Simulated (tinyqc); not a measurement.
What each parameter does: quasiparticle equation with a plasmon-pole self-energy for two band edges.

For each edge E = e + X + Sc(E), with the correlation part Sc(E) = A[0]/(E - a + w) + A[1]/(E - b - w); a and b are the valence and conduction energies that enter the Green function (a = ev, b = ec in the one-shot scheme). Z = 1/(1 - dSc/dE), dSc/dE = -A[0]/(E - a + w)^2 - A[1]/(E - b - w)^2.

Parameters, chosen for this exercise (scales of the order of those of Si; not measured data):

| symbol | value | unit | meaning |
|---|---|---|---|
| ev | 0 | eV | mean-field valence top |
| ec | 0.59 | eV | mean-field conduction edge |
| w | 15 | eV | pole energy |
| Av | (34.6, 14.3) | eV^2 | weights of the valence state on the hole and electron poles |
| Ac | (15.3, 32.1) | eV^2 | the same for the conduction state |
| Xv | -1.72 | eV | exchange minus the mean-field potential, valence |
| Xc | 1.45 | eV | the same, conduction |

Exact one-shot edges and Z of the valence state there.

One parameter was then changed.

Results before and after:

| case | Ev (eV) | Ec (eV) | gap (eV) | Z |
|---|---|---|---|---|
| base | -0.2722 | 0.8314 | 1.1036 | 0.8221 |
| changed | -0.2722 | 0.7417 | 1.0139 | 0.8221 |

Which of these changes was made? (a) Xc = 1.55 eV; (b) Av = (36.33, 14.3) eV^2; (c) Xv = -1.82 eV; (d) Ac = (15.3, 33.71) eV^2; (e) w = 15.75 eV; (f) ec = 0.69 eV.

Answer: (d) Ac = (15.3, 33.71) eV^2. Of the candidates, run in turn, only this one gives the changed row.

All candidates:

| case | Ev (eV) | Ec (eV) | gap (eV) | Z |
|---|---|---|---|---|
| base | -0.2722 | 0.8314 | 1.1036 | 0.8221 |
| w = 15.75 eV | -0.3333 | 0.8831 | 1.2164 | 0.8354 |
| Xv = -1.82 eV | -0.3544 | 0.8314 | 1.1858 | 0.8213 |
| Xc = 1.55 eV | -0.2722 | 0.9141 | 1.1864 | 0.8221 |
| ec = 0.69 eV | -0.2676 | 0.9264 | 1.1940 | 0.8227 |
| Av = (36.33, 14.3) eV^2 | -0.1762 | 0.8314 | 1.0076 | 0.8178 |
| Ac = (15.3, 33.71) eV^2 | -0.2722 | 0.7417 | 1.0139 | 0.8221 |

(tinyqc, `OMP_NUM_THREADS=1 python tinyqc.py 1850279 1850280 out.jsonl`, Intel(R) Xeon(R) Processor @ 2.30GHz, 1 thread, shared host, about 0.02 s.)
